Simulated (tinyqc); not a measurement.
# Screening length from the swing

Problem. In a simple model of a Schottky-barrier transistor a barrier thinner than d = 2.6 nm is transparent, so the effective barrier is pn - psi (1 - exp(-d/lam)) and the swing beyond flat band is Vt ln 10/(1 - exp(-d/lam)). Find the thermionic swing, lam, and the effective barrier at psi = 0.2 V.

Values chosen for this exercise:
- T = 300 K (temperature)
- pn = 0.49 eV (barrier for electrons at both contacts)

Constants: q = 1.602176634e-19 C, kB = 1.380649e-23 J/K, Vt = kB T/q. Results are converted to the units shown.

swing in the tunnelling range = 74.121896 mV/decade

Solution. The ratio of the two swings is 1 - exp(-d/lam).

Vt ln 10 = 59.5 mV/decade
lam = 1.60 nm
effective barrier = 0.329 eV

Computed by the program tinyqc: `OMP_NUM_THREADS=1 python tinyqc.py 2390004 2390005 out.jsonl`, one thread of a shared Intel Xeon 2.30GHz, about 0.3 s for the whole run.
